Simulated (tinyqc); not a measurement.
Two-dimensional dopant profile at a mask edge: lateral junction, overlap and effective channel length. Changing the channel doping C_B. Computed by tinyqc, a small Python program. Command: `OMP_NUM_THREADS=1 python tinyqc.py 3003670 3003671 out.jsonl lateral sweep`. One thread of a shared host (Intel(R) Xeon(R) Processor @ 2.30GHz), about 0.01 s of CPU time with the checks.

Ions enter for y < 0; the mask (spacer, then gate) covers y > 0. x is the depth. The surface reflects dopant during the anneal.

Inputs (values chosen for the exercise, modelled on a source-drain extension in silicon): dose Q = 2.2e+14 1/cm^2; projected range R_p = 5.7 nm; vertical straggle = 2.8 nm; lateral straggle = 2.2 nm; anneal budget D t = 5.1e-14 cm^2; gate length L_g = 40 nm; offset spacer = 1.1 nm; oxide thickness = 4.8 nm.

Constants: eps_0 = 8.8541878128e-12 F/m.

Method:
- Widths s_x^2 = (vertical straggle)^2 + 2 D t, s_y^2 = (lateral straggle)^2 + 2 D t. C(x, y) = V(x) (1/2) erfc(y/(sqrt2 s_y)), V(x) = Q/(sqrt(2 pi) s_x) [exp(-(x - R_p)^2/(2 s_x^2)) + exp(-(x + R_p)^2/(2 s_x^2))]; 1 nm = 1e-7 cm.
- The vertical junction far from the mask solves V(x) = C_B.
- The lateral junction at depth x solves C = C_B: y_j(x) = sqrt2 s_y erfc^-1(2 C_B/V(x)). Overlap under the gate = y_j(0) - spacer; metallurgical channel L_met = L_g - 2 overlap (tails from the two sides are not added).
- Abruptness at y_j(0) in nm per decade = ln(10) s_y sqrt(pi/2) exp(u^2) erfc(u), u = y_j/(sqrt2 s_y). Overlap capacitance per width = 3.9 eps_0 overlap/t_ox (zero if there is no overlap).

One run for each value; columns: (1) channel doping C_B (1/cm^3); (2) lateral junction y_j(0) (nm); (3) vertical junction x_j (nm); (4) metallurgical channel L_met (nm); (5) lateral abruptness (nm/decade):
```
(1)         (2)    (3)    (4)    (5)
3.00e+16  13.84  23.56  14.51  2.339
6.80e+16  12.99  22.71  16.22  2.474
1.50e+17  12.11  21.85  17.97  2.628
3.40e+17  11.15  20.91  19.91  2.820
7.70e+17  10.11  19.90  21.99  3.059
1.70e+18   9.00  18.86  24.19  3.356
3.90e+18   7.72  17.67  26.75  3.775
8.90e+18   6.27  16.35  29.66  4.381
2.00e+19   4.57  14.88  33.05  5.345
```

Describe and explain the trends.

Over the rows, lateral junction y_j(0) (nm) falls from 13.8 to 4.57 (exponent d ln y / d ln x -0.078 between the first rows and -0.39 between the last); vertical junction x_j (nm) falls from 23.6 to 14.9 (exponent d ln y / d ln x -0.045 between the first rows and -0.12 between the last); metallurgical channel L_met (nm) rises from 14.5 to 33.1 (exponent d ln y / d ln x between 0.12 and 0.14). A heavier channel (or halo) pushes both junctions back along the tails, where the profile is less steep on a logarithmic scale.

Extremes, crossings and ranges named in words are read from the listed rows.
